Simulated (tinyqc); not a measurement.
# Which input was changed?

Model: electromigration in a confined line: Blech product, Korhonen stress evolution and Black's law. Computed by tinyqc, a small Python program. Command: `OMP_NUM_THREADS=1 python tinyqc.py 3007447 3007448 out.jsonl emigr which`. One thread of a shared host (Intel(R) Xeon(R) Processor @ 2.30GHz), about 0.05 s of CPU time with the checks.

The electron wind pushes atoms from the cathode (x = 0) to the anode (x = L); blocking ends build a back stress (tension positive). The input rho is taken not to change with temperature. d sigma/dt = d/dx [kappa (d sigma/dx + G)], with zero flux at both ends and sigma = sigma_0 at t = 0.

Inputs (values chosen for the exercise, close to those used for aluminium lines):
```
quantity                      value          unit
resistivity rho                2.83  micro-ohm cm
atomic volume Omega            16.6    angstrom^3
effective charge number Z*      4.2             -
prefactor D0                1.1e-07         m^2/s
activation energy E           0.721            eV
effective modulus B              44           GPa
critical stress sigma_c         380           MPa
initial stress sigma_0          170           MPa
current density j               1.3       MA/cm^2
line length L                    92            um
test temperature T              240             C
use temperature T_u              85             C
use current density j_u         1.9       MA/cm^2
current exponent n              1.5             -
```

Start: thermal stress.

Constants: e = 1.602176634e-19 C; k_B = 8.617333262e-05 eV/K; k_B = 1.380649e-23 J/K.

Method:
- G = Z* e rho j/Omega; D = D0 exp(-E/(k_B T)); kappa = D B Omega/(k_B T); drift velocity of an unconfined line v = D Z* e rho j/(k_B T). SI: 1 micro-ohm cm = 1e-8 ohm m, 1 MA/cm^2 = 1e10 A/m^2.
- Temperatures in kelvin are T(C) + 273.15.
- At steady state sigma(x) = sigma_0 + G (L/2 - x). A void forms only if the cathode stress reaches sigma_c, that is if j L exceeds (j L)_c = 2 Omega (sigma_c - sigma_0)/(Z* e rho). Time scale tau = L^2/kappa.
- sigma(x, t) = sigma_0 + G L [1/2 - x/L - 4 sum_(m odd) cos(m pi x/L) exp(-m^2 pi^2 s)/(m pi)^2], s = t/tau, summed to m = 399.
- Solve sigma(0, t) = sigma_c for s; the semi-infinite estimate is t = (pi/kappa) ((sigma_c - sigma_0)/(2 G))^2.
- Median life t50 = A j^(-n) exp(E/(k_B T)); acceleration factor = t50(use)/t50(test) = (j/j_u)^n exp[(E/k_B)(1/T_u - 1/T)].

Task: One of these inputs alone was changed, within the range given: resistivity rho (1.415 to 5.66); effective charge number Z* (2.1 to 8.4); prefactor D0 (5.5e-08 to 2.2e-07); test temperature T (150 to 400). Which one, and to what value?

Results:
```
run     nucleation time (h)  drift velocity (nm/h)  acceleration factor
before           0.04597947               1147.970             656.6765
after            0.05113996               1032.129             656.6765
```

Result:

Each candidate set to reproduce nucleation time, and what it then gives:
```
candidate                           range searched  value needed  drift velocity (nm/h)  acceleration factor
resistivity rho (micro-ohm cm)       1.415 to 5.66         2.683                 1088.5               656.68
effective charge number Z*              2.1 to 8.4         3.982                 1088.5               656.68
prefactor D0 (m^2/s)            5.5e-08 to 2.2e-07      9.890e-8                 1032.1               656.68
test temperature T (C)                  150 to 400         236.5                 1032.1               586.34
```

Only prefactor D0 fits every result: it went from 1.1e-07 to 9.89e-8 m^2/s. The next best candidate, effective charge number Z*, misses one result by 5.5 %.
